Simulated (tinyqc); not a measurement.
Worked calculation (part 1 of 3): UHF in the 6-31g basis, for H4, spin multiplicity 3. Computed by tinyqc, a small Python program that keeps every step (integrals from PySCF). Settings: charge = 0, multiplicity = 3, basis = 6-31g, energy threshold = 1e-10, iteration cap = 66, orthogonalisation = canonical, start = random, DIIS depth = 8, method = UHF. Command: `OMP_NUM_THREADS=1 python tinyqc.py 21178 21179 out.jsonl` (the two numbers bound the seeds that draw the settings). One thread of a shared host (Intel(R) Xeon(R) Processor @ 2.60GHz), about 0.1 s of CPU time with the checks. Later iterations appear only in the table of the cycle.

## One-electron integrals

Geometry (angstrom):
```
atom         x         y         z
H     0.000000  0.000000  0.000000
H     0.000000  0.000000  0.889000
H     0.000000  0.000000  2.376000
H     0.000000  0.000000  3.265000
```

Basis 6-31g: exponents (1/bohr^2) and contraction coefficients of normalised primitives:
```
element  l (shell)   exponent  coefficient
H            s (1)  18.731137     0.033495
H            s (1)   2.825394     0.234727
H            s (1)   0.640122     0.813757
H            s (2)   0.161278     1.000000
```

Overlap, kinetic and nuclear-attraction integrals over the contracted functions; the nuclear repulsion is the sum of Za Zb / Rab.

nuclear repulsion = 2.15388000 hartree

overlap S:
```
          1H 1s     1H 2s     2H 1s     2H 2s     3H 1s     3H 2s     4H 1s     4H 2s
1H 1s  1.000000  0.658292  0.331289  0.454268  0.001051  0.046925  0.000003  0.004554
1H 2s  0.658292  1.000000  0.454268  0.796454  0.046925  0.196778  0.004554  0.046431
2H 1s  0.331289  0.454268  1.000000  0.658292  0.057222  0.233423  0.001051  0.046925
2H 2s  0.454268  0.796454  0.658292  1.000000  0.233423  0.529013  0.046925  0.196778
3H 1s  0.001051  0.046925  0.057222  0.233423  1.000000  0.658292  0.331289  0.454268
3H 2s  0.046925  0.196778  0.233423  0.529013  0.658292  1.000000  0.454268  0.796454
4H 1s  0.000003  0.004554  0.001051  0.046925  0.331289  0.454268  1.000000  0.658292
4H 2s  0.004554  0.046431  0.046925  0.196778  0.454268  0.796454  0.658292  1.000000
```

kinetic energy T (hartree):
```
           1H 1s      1H 2s      2H 1s      2H 2s      3H 1s      3H 2s      4H 1s      4H 2s
1H 1s   1.395678   0.259735   0.096157   0.134633  -0.003377  -0.013944  -0.000023  -0.004091
1H 2s   0.259735   0.241917   0.134633   0.163442  -0.013944  -0.003989  -0.004091  -0.011755
2H 1s   0.096157   0.134633   1.395678   0.259735  -0.046769   0.028266  -0.003377  -0.013944
2H 2s   0.134633   0.163442   0.259735   0.241917   0.028266   0.073651  -0.013944  -0.003989
3H 1s  -0.003377  -0.013944  -0.046769   0.028266   1.395678   0.259735   0.096157   0.134633
3H 2s  -0.013944  -0.003989   0.028266   0.073651   0.259735   0.241917   0.134633   0.163442
4H 1s  -0.000023  -0.004091  -0.003377  -0.013944   0.096157   0.134633   1.395678   0.259735
4H 2s  -0.004091  -0.011755  -0.013944  -0.003989   0.134633   0.163442   0.259735   0.241917
```

nuclear attraction V (hartree):
```
           1H 1s      1H 2s      2H 1s      2H 2s      3H 1s      3H 2s      4H 1s      4H 2s
1H 1s  -2.630441  -1.375837  -0.848437  -0.988250  -0.002386  -0.104511  -0.000007  -0.010120
1H 2s  -1.375837  -1.515329  -1.042181  -1.315286  -0.097908  -0.334754  -0.010120  -0.078671
2H 1s  -0.848437  -1.042181  -2.824233  -1.503331  -0.119863  -0.507691  -0.002386  -0.097908
2H 2s  -0.988250  -1.315286  -1.503331  -1.700578  -0.507691  -0.896341  -0.104511  -0.334754
3H 1s  -0.002386  -0.097908  -0.119863  -0.507691  -2.824233  -1.503331  -0.848437  -1.042181
3H 2s  -0.104511  -0.334754  -0.507691  -0.896341  -1.503331  -1.700578  -0.988250  -1.315286
4H 1s  -0.000007  -0.010120  -0.002386  -0.104511  -0.848437  -0.988250  -2.630441  -1.375837
4H 2s  -0.010120  -0.078671  -0.097908  -0.334754  -1.042181  -1.315286  -1.375837  -1.515329
```

core Hamiltonian H = T + V (hartree):
```
           1H 1s      1H 2s      2H 1s      2H 2s      3H 1s      3H 2s      4H 1s      4H 2s
1H 1s  -1.234763  -1.116101  -0.752280  -0.853617  -0.005763  -0.118455  -0.000030  -0.014211
1H 2s  -1.116101  -1.273412  -0.907548  -1.151844  -0.111852  -0.338743  -0.014211  -0.090426
2H 1s  -0.752280  -0.907548  -1.428554  -1.243596  -0.166632  -0.479425  -0.005763  -0.111852
2H 2s  -0.853617  -1.151844  -1.243596  -1.458661  -0.479425  -0.822690  -0.118455  -0.338743
3H 1s  -0.005763  -0.111852  -0.166632  -0.479425  -1.428554  -1.243596  -0.752280  -0.907548
3H 2s  -0.118455  -0.338743  -0.479425  -0.822690  -1.243596  -1.458661  -0.853617  -1.151844
4H 1s  -0.000030  -0.014211  -0.005763  -0.118455  -0.752280  -0.853617  -1.234763  -1.116101
4H 2s  -0.014211  -0.090426  -0.111852  -0.338743  -0.907548  -1.151844  -1.116101  -1.273412
```

## Two-electron integrals

Functions are numbered as in S; the eight-fold symmetry (ij|kl) = (ji|kl) = (kl|ij) leaves the list below.

Two-electron integrals (ij|kl) in chemists' order, unique and non-zero (hartree):
```
(11|11) 1.076566   (21|11) 0.578470   (21|21) 0.329423   (22|11) 0.587396
(22|21) 0.361304   (22|22) 0.453150   (31|11) 0.280727   (31|21) 0.161921
(31|22) 0.180257   (31|31) 0.103722   (32|11) 0.283151   (32|21) 0.174318
(32|22) 0.216329   (32|31) 0.119109   (32|32) 0.155798   (33|11) 0.574942
(33|21) 0.362974   (33|22) 0.466313   (33|31) 0.280727   (33|32) 0.390762
(33|33) 1.076566   (41|11) 0.390762   (41|21) 0.223626   (41|22) 0.247186
(41|31) 0.119109   (41|32) 0.131505   (41|33) 0.283151   (41|41) 0.155798
(42|11) 0.439558   (42|21) 0.272456   (42|22) 0.347678   (42|31) 0.152334
(42|32) 0.193864   (42|33) 0.439558   (42|41) 0.193864   (42|42) 0.287451
(43|11) 0.362974   (43|21) 0.227997   (43|22) 0.294542   (43|31) 0.161921
(43|32) 0.223626   (43|33) 0.578470   (43|41) 0.174318   (43|42) 0.272456
(43|43) 0.329423   (44|11) 0.466313   (44|21) 0.294542   (44|22) 0.392851
(44|31) 0.180257   (44|32) 0.247186   (44|33) 0.587396   (44|41) 0.216329
(44|42) 0.347678   (44|43) 0.361304   (44|44) 0.453150   (51|11) 0.000466
(51|21) 0.000302   (51|22) 0.000418   (51|31) 0.000225   (51|32) 0.000346
(51|33) 0.000944   (51|41) 0.000235   (51|42) 0.000409   (51|43) 0.000538
(51|44) 0.000586   (51|51) 9.94e-07   (52|11) 0.012932   (52|21) 0.008506
(52|22) 0.012753   (52|31) 0.005587   (52|32) 0.009085   (52|33) 0.023053
(52|41) 0.006413   (52|42) 0.012619   (52|43) 0.014670   (52|44) 0.019611
(52|51) 0.000030   (52|52) 0.001612   (53|11) 0.018671   (53|21) 0.012267
(53|22) 0.018126   (53|31) 0.008549   (53|32) 0.014118   (53|33) 0.037569
(53|41) 0.009397   (53|42) 0.018191   (53|43) 0.022941   (53|44) 0.028019
(53|51) 0.000047   (53|52) 0.002044   (53|53) 0.002944   (54|11) 0.058932
(54|21) 0.038783   (54|22) 0.058512   (54|31) 0.024881   (54|32) 0.040240
(54|33) 0.100528   (54|41) 0.029042   (54|42) 0.057565   (54|43) 0.064901
(54|44) 0.090056   (54|51) 0.000131   (54|52) 0.007979   (54|53) 0.009527
(54|54) 0.040691   (55|11) 0.222718   (55|21) 0.146613   (55|22) 0.222491
(55|31) 0.091142   (55|32) 0.145451   (55|33) 0.355622   (55|41) 0.108752
(55|42) 0.216579   (55|43) 0.233452   (55|44) 0.341961   (55|51) 0.000466
(55|52) 0.035586   (55|53) 0.037569   (55|54) 0.193340   (55|55) 1.076566
(61|11) 0.035586   (61|21) 0.020941   (61|22) 0.024219   (61|31) 0.012724
(61|32) 0.015123   (61|33) 0.034954   (61|41) 0.015223   (61|42) 0.020347
(61|43) 0.020775   (61|44) 0.024227   (61|51) 0.000030   (61|52) 0.000786
(61|53) 0.001186   (61|54) 0.003517   (61|55) 0.012932   (61|61) 0.001612
(62|11) 0.078978   (62|21) 0.050593   (62|22) 0.069920   (62|31) 0.032108
(62|32) 0.046232   (62|33) 0.112326   (62|41) 0.037654   (62|42) 0.064151
(62|43) 0.069338   (62|44) 0.087663   (62|51) 0.000118   (62|52) 0.004359
(62|53) 0.006081   (62|54) 0.020301   (62|55) 0.078978   (62|61) 0.004359
(62|62) 0.017547   (63|11) 0.104181   (63|21) 0.067117   (63|22) 0.092216
(63|31) 0.048589   (63|32) 0.072769   (63|33) 0.193340   (63|41) 0.051773
(63|42) 0.088776   (63|43) 0.111599   (63|44) 0.125060   (63|51) 0.000199
(63|52) 0.006183   (63|53) 0.009527   (63|54) 0.027631   (63|55) 0.100528
(63|61) 0.006409   (63|62) 0.025110   (63|63) 0.040691   (64|11) 0.167439
(64|21) 0.109002   (64|22) 0.157803   (64|31) 0.070161   (64|32) 0.106753
(64|33) 0.263076   (64|41) 0.081640   (64|42) 0.149710   (64|43) 0.165035
(64|44) 0.216538   (64|51) 0.000300   (64|52) 0.013190   (64|53) 0.017327
(64|54) 0.063547   (64|55) 0.263076   (64|61) 0.009701   (64|62) 0.045442
(64|63) 0.063547   (64|64) 0.126816   (65|11) 0.146613   (65|21) 0.096510
(65|22) 0.146301   (65|31) 0.059985   (65|32) 0.095480   (65|33) 0.233452
(65|41) 0.071581   (65|42) 0.141862   (65|43) 0.152724   (65|44) 0.221644
(65|51) 0.000302   (65|52) 0.020941   (65|53) 0.022941   (65|54) 0.111599
(65|55) 0.578470   (65|61) 0.008506   (65|62) 0.050593   (65|63) 0.064901
(65|64) 0.165035   (65|65) 0.329423   (66|11) 0.222491   (66|21) 0.146301
(66|22) 0.220319   (66|31) 0.090320   (66|32) 0.140946   (66|33) 0.341961
(66|41) 0.108270   (66|42) 0.209876   (66|43) 0.221644   (66|44) 0.316543
(66|51) 0.000418   (66|52) 0.024219   (66|53) 0.028019   (66|54) 0.125060
(66|55) 0.587396   (66|61) 0.012753   (66|62) 0.069920   (66|63) 0.090056
(66|64) 0.216538   (66|65) 0.361304   (66|66) 0.453150   (71|11) 1.10e-06
(71|21) 7.21e-07   (71|22) 1.07e-06   (71|31) 5.00e-07   (71|32) 8.27e-07
(71|33) 2.19e-06   (71|41) 5.52e-07   (71|42) 1.07e-06   (71|43) 1.35e-06
(71|44) 1.65e-06   (71|52) 1.21e-07   (71|53) 1.74e-07   (71|54) 5.61e-07
(71|55) 2.19e-06   (71|61) 6.95e-08   (71|62) 3.60e-07   (71|63) 5.61e-07
(71|64) 1.03e-06   (71|65) 1.35e-06   (71|66) 1.65e-06   (72|11) 0.000917
(72|21) 0.000604   (72|22) 0.000916   (72|31) 0.000367   (72|32) 0.000575
(72|33) 0.001386   (72|41) 0.000445   (72|42) 0.000875   (72|43) 0.000910
(72|44) 0.001350   (72|51) 1.75e-06   (72|52) 0.000125   (72|53) 0.000131
(72|54) 0.000683   (72|55) 0.003651   (72|61) 0.000052   (72|62) 0.000308
(72|63) 0.000381   (72|64) 0.001022   (72|65) 0.002135   (72|66) 0.002425
(72|71) 7.69e-09   (72|72) 0.000015   (73|11) 0.000268   (73|21) 0.000176
(73|22) 0.000267   (73|31) 0.000114   (73|32) 0.000186   (73|33) 0.000466
(73|41) 0.000132   (73|42) 0.000264   (73|43) 0.000302   (73|44) 0.000418
(73|51) 6.22e-07   (73|52) 0.000039   (73|53) 0.000047   (73|54) 0.000199
(73|55) 0.000944   (73|61) 0.000016   (73|62) 0.000095   (73|63) 0.000131
(73|64) 0.000300   (73|65) 0.000538   (73|66) 0.000586   (73|72) 3.21e-06
(73|73) 9.94e-07   (74|11) 0.008838   (74|21) 0.005818   (74|22) 0.008835
(74|31) 0.003488   (74|32) 0.005411   (74|33) 0.012932   (74|41) 0.004266
(74|42) 0.008342   (74|43) 0.008506   (74|44) 0.012753   (74|51) 0.000016
(74|52) 0.001157   (74|53) 0.001186   (74|54) 0.006409   (74|55) 0.034954
(74|61) 0.000495   (74|62) 0.002901   (74|63) 0.003517   (74|64) 0.009701
(74|65) 0.020775   (74|66) 0.024227   (74|71) 6.95e-08   (74|72) 0.000153
(74|73) 0.000030   (74|74) 0.001612   (75|11) 0.062276   (75|21) 0.040996
(75|22) 0.062268   (75|31) 0.024579   (75|32) 0.038136   (75|33) 0.091142
(75|41) 0.030061   (75|42) 0.058851   (75|43) 0.059985   (75|44) 0.090320
(75|51) 0.000114   (75|52) 0.008604   (75|53) 0.008549   (75|54) 0.048589
(75|55) 0.280727   (75|61) 0.003488   (75|62) 0.020668   (75|63) 0.024881
(75|64) 0.070161   (75|65) 0.161921   (75|66) 0.180257   (75|71) 5.00e-07
(75|72) 0.001201   (75|73) 0.000225   (75|74) 0.012724   (75|75) 0.103722
(76|11) 0.077555   (76|21) 0.051054   (76|22) 0.077550   (76|31) 0.030061
(76|32) 0.045985   (76|33) 0.108752   (76|41) 0.037218   (76|42) 0.072066
(76|43) 0.071581   (76|44) 0.108270   (76|51) 0.000132   (76|52) 0.009257
(76|53) 0.009397   (76|54) 0.051773   (76|55) 0.283151   (76|61) 0.004266
(76|62) 0.024407   (76|63) 0.029042   (76|64) 0.081640   (76|65) 0.174318
(76|66) 0.216329   (76|71) 5.52e-07   (76|72) 0.001373   (76|73) 0.000235
(76|74) 0.015223   (76|75) 0.119109   (76|76) 0.155798   (77|11) 0.162076
(77|21) 0.106693   (77|22) 0.162075   (77|31) 0.062276   (77|32) 0.094633
(77|33) 0.222718   (77|41) 0.077555   (77|42) 0.149414   (77|43) 0.146613
(77|44) 0.222491   (77|51) 0.000268   (77|52) 0.018478   (77|53) 0.018671
(77|54) 0.104181   (77|55) 0.574942   (77|61) 0.008838   (77|62) 0.049933
(77|63) 0.058932   (77|64) 0.167439   (77|65) 0.362974   (77|66) 0.466313
(77|71) 1.10e-06   (77|72) 0.003064   (77|73) 0.000466   (77|74) 0.035586
(77|75) 0.280727   (77|76) 0.390762   (77|77) 1.076566   (81|11) 0.003064
(81|21) 0.001848   (81|22) 0.002228   (81|31) 0.001201   (81|32) 0.001512
(81|33) 0.003651   (81|41) 0.001373   (81|42) 0.001949   (81|43) 0.002135
(81|44) 0.002425   (81|51) 3.21e-06   (81|52) 0.000086   (81|53) 0.000131
(81|54) 0.000381   (81|55) 0.001386   (81|61) 0.000153   (81|62) 0.000448
(81|63) 0.000683   (81|64) 0.001022   (81|65) 0.000910   (81|66) 0.001350
(81|71) 7.69e-09   (81|72) 0.000006   (81|73) 1.75e-06   (81|74) 0.000052
(81|75) 0.000367   (81|76) 0.000445   (81|77) 0.000917   (81|81) 0.000015
(82|11) 0.014696   (82|21) 0.009567   (82|22) 0.013850   (82|31) 0.006158
(82|32) 0.009370   (82|33) 0.023090   (82|41) 0.007165   (82|42) 0.013140
(82|43) 0.014485   (82|44) 0.019005   (82|51) 0.000026   (82|52) 0.001158
(82|53) 0.001521   (82|54) 0.005577   (82|55) 0.023090   (82|61) 0.000851
(82|62) 0.003988   (82|63) 0.005577   (82|64) 0.011131   (82|65) 0.014485
(82|66) 0.019005   (82|71) 9.00e-08   (82|72) 0.000090   (82|73) 0.000026
(82|74) 0.000851   (82|75) 0.006158   (82|76) 0.007165   (82|77) 0.014696
(82|81) 0.000090   (82|82) 0.000977   (83|11) 0.018478   (83|21) 0.012018
(83|22) 0.017024   (83|31) 0.008604   (83|32) 0.013380   (83|33) 0.035586
(83|41) 0.009257   (83|42) 0.016652   (83|43) 0.020941   (83|44) 0.024219
(83|51) 0.000039   (83|52) 0.001363   (83|53) 0.002044   (83|54) 0.006183
(83|55) 0.023053   (83|61) 0.001157   (83|62) 0.004998   (83|63) 0.007979
(83|64) 0.013190   (83|65) 0.014670   (83|66) 0.019611   (83|71) 1.21e-07
(83|72) 0.000086   (83|73) 0.000030   (83|74) 0.000786   (83|75) 0.005587
(83|76) 0.006413   (83|77) 0.012932   (83|81) 0.000125   (83|82) 0.001158
(83|83) 0.001612   (84|11) 0.049933   (84|21) 0.032766   (84|22) 0.048841
(84|31) 0.020668   (84|32) 0.032227   (84|33) 0.078978   (84|41) 0.024407
(84|42) 0.046750   (84|43) 0.050593   (84|44) 0.069920   (84|51) 0.000095
(84|52) 0.004998   (84|53) 0.006081   (84|54) 0.025110   (84|55) 0.112326
(84|61) 0.002901   (84|62) 0.015212   (84|63) 0.020301   (84|64) 0.045442
(84|65) 0.069338   (84|66) 0.087663   (84|71) 3.60e-07   (84|72) 0.000448
(84|73) 0.000118   (84|74) 0.004359   (84|75) 0.032108   (84|76) 0.037654
(84|77) 0.078978   (84|81) 0.000308   (84|82) 0.003988   (84|83) 0.004359
(84|84) 0.017547   (85|11) 0.094633   (85|21) 0.062295   (85|22) 0.094539
(85|31) 0.038136   (85|32) 0.060082   (85|33) 0.145451   (85|41) 0.045985
(85|42) 0.090765   (85|43) 0.095480   (85|44) 0.140946   (85|51) 0.000186
(85|52) 0.013380   (85|53) 0.014118   (85|54) 0.072769   (85|55) 0.390762
(85|61) 0.005411   (85|62) 0.032227   (85|63) 0.040240   (85|64) 0.106753
(85|65) 0.223626   (85|66) 0.247186   (85|71) 8.27e-07   (85|72) 0.001512
(85|73) 0.000346   (85|74) 0.015123   (85|75) 0.119109   (85|76) 0.131505
(85|77) 0.283151   (85|81) 0.000575   (85|82) 0.009370   (85|83) 0.009085
(85|84) 0.046232   (85|85) 0.155798   (86|11) 0.149414   (86|21) 0.098341
(86|22) 0.149060   (86|31) 0.058851   (86|32) 0.090765   (86|33) 0.216579
(86|41) 0.072066   (86|42) 0.139757   (86|43) 0.141862   (86|44) 0.209876
(86|51) 0.000264   (86|52) 0.016652   (86|53) 0.018191   (86|54) 0.088776
(86|55) 0.439558   (86|61) 0.008342   (86|62) 0.046750   (86|63) 0.057565
(86|64) 0.149710   (86|65) 0.272456   (86|66) 0.347678   (86|71) 1.07e-06
(86|72) 0.001949   (86|73) 0.000409   (86|74) 0.020347   (86|75) 0.152334
(86|76) 0.193864   (86|77) 0.439558   (86|81) 0.000875   (86|82) 0.013140
(86|83) 0.012619   (86|84) 0.064151   (86|85) 0.193864   (86|86) 0.287451
(87|11) 0.106693   (87|21) 0.070235   (87|22) 0.106690   (87|31) 0.040996
(87|32) 0.062295   (87|33) 0.146613   (87|41) 0.051054   (87|42) 0.098341
(87|43) 0.096510   (87|44) 0.146301   (87|51) 0.000176   (87|52) 0.012018
(87|53) 0.012267   (87|54) 0.067117   (87|55) 0.362974   (87|61) 0.005818
(87|62) 0.032766   (87|63) 0.038783   (87|64) 0.109002   (87|65) 0.227997
(87|66) 0.294542   (87|71) 7.21e-07   (87|72) 0.001848   (87|73) 0.000302
(87|74) 0.020941   (87|75) 0.161921   (87|76) 0.223626   (87|77) 0.578470
(87|81) 0.000604   (87|82) 0.009567   (87|83) 0.008506   (87|84) 0.050593
(87|85) 0.174318   (87|86) 0.272456   (87|87) 0.329423   (88|11) 0.162075
(88|21) 0.106690   (88|22) 0.162001   (88|31) 0.062268   (88|32) 0.094539
(88|33) 0.222491   (88|41) 0.077550   (88|42) 0.149060   (88|43) 0.146301
(88|44) 0.220319   (88|51) 0.000267   (88|52) 0.017024   (88|53) 0.018126
(88|54) 0.092216   (88|55) 0.466313   (88|61) 0.008835   (88|62) 0.048841
(88|63) 0.058512   (88|64) 0.157803   (88|65) 0.294542   (88|66) 0.392851
(88|71) 1.07e-06   (88|72) 0.002228   (88|73) 0.000418   (88|74) 0.024219
(88|75) 0.180257   (88|76) 0.247186   (88|77) 0.587396   (88|81) 0.000916
(88|82) 0.013850   (88|83) 0.012753   (88|84) 0.069920   (88|85) 0.216329
(88|86) 0.347678   (88|87) 0.361304   (88|88) 0.453150
```

## Orthogonalisation

S = U s U^T; canonical form X = U s^(-1/2), so that X^T S X = 1. Each column of U has its largest component positive (the first on a tie).

eigenvalues of S: 0.040775  0.140920  0.359002  0.454671  0.676610  0.826319  2.290944  3.210759

X:
```
               1          2          3          4          5          6          7         8
1H 1s   0.183826  -0.599550   0.798549   0.467847  -0.428010   0.585565   0.252225  0.143907
1H 2s  -1.773610   1.317887  -0.699370  -0.428123  -0.193347   0.226554   0.273084  0.200830
2H 1s  -0.652284   0.543251   0.326684   0.721249   0.716681  -0.388399   0.205567  0.174026
2H 2s   2.942373  -1.075505  -0.399036  -0.421100   0.069072  -0.245002   0.194424  0.253770
3H 1s   0.652284   0.543251  -0.326684   0.721249  -0.716681  -0.388399  -0.205567  0.174026
3H 2s  -2.942373  -1.075505   0.399036  -0.421100  -0.069072  -0.245002  -0.194424  0.253770
4H 1s  -0.183826  -0.599550  -0.798549   0.467847   0.428010   0.585565  -0.252225  0.143907
4H 2s   1.773610   1.317887   0.699370  -0.428123   0.193347   0.226554  -0.273084  0.200830
```

## Starting guess

The start is random orthonormal orbitals; D(s) = C_occ C_occ^T for each spin.

D(alpha) at the start:
```
           1H 1s      1H 2s      2H 1s      2H 2s      3H 1s      3H 2s      4H 1s      4H 2s
1H 1s   0.834285   0.091611   0.103820  -0.646780  -0.008803  -0.000118  -0.192650  -0.218355
1H 2s   0.091611   0.825695   0.812615  -1.660426   0.351863   0.152588  -0.150266   0.545081
2H 1s   0.103820   0.812615   1.668388  -2.556414   0.174438   1.688434  -0.243915  -0.703140
2H 2s  -0.646780  -1.660426  -2.556414   4.561931  -0.500565  -1.917684   0.499014   0.361045
3H 1s  -0.008803   0.351863   0.174438  -0.500565   0.186415  -0.237043  -0.035478   0.491727
3H 2s  -0.000118   0.152588   1.688434  -1.917684  -0.237043   2.754332  -0.189092  -2.081440
4H 1s  -0.192650  -0.150266  -0.243915   0.499014  -0.035478  -0.189092   0.074907   0.092755
4H 2s  -0.218355   0.545081  -0.703140   0.361045   0.491727  -2.081440   0.092755   2.210396
```

D(beta) at the start:
```
           1H 1s      1H 2s      2H 1s      2H 2s      3H 1s      3H 2s      4H 1s      4H 2s
1H 1s   0.026504  -0.116756  -0.030356   0.124283  -0.068571   0.126243   0.003827  -0.209734
1H 2s  -0.116756   0.514338   0.133727  -0.547498   0.302071  -0.556129  -0.016860   0.923927
2H 1s  -0.030356   0.133727   0.034769  -0.142349   0.078538  -0.144593  -0.004383   0.240220
2H 2s   0.124283  -0.547498  -0.142349   0.582796  -0.321545   0.591983   0.017947  -0.983493
3H 1s  -0.068571   0.302071   0.078538  -0.321545   0.177406  -0.326614  -0.009902   0.542622
3H 2s   0.126243  -0.556129  -0.144593   0.591983  -0.326614   0.601315   0.018230  -0.998996
4H 1s   0.003827  -0.016860  -0.004383   0.017947  -0.009902   0.018230   0.000553  -0.030286
4H 2s  -0.209734   0.923927   0.240220  -0.983493   0.542622  -0.998996  -0.030286   1.659686
```
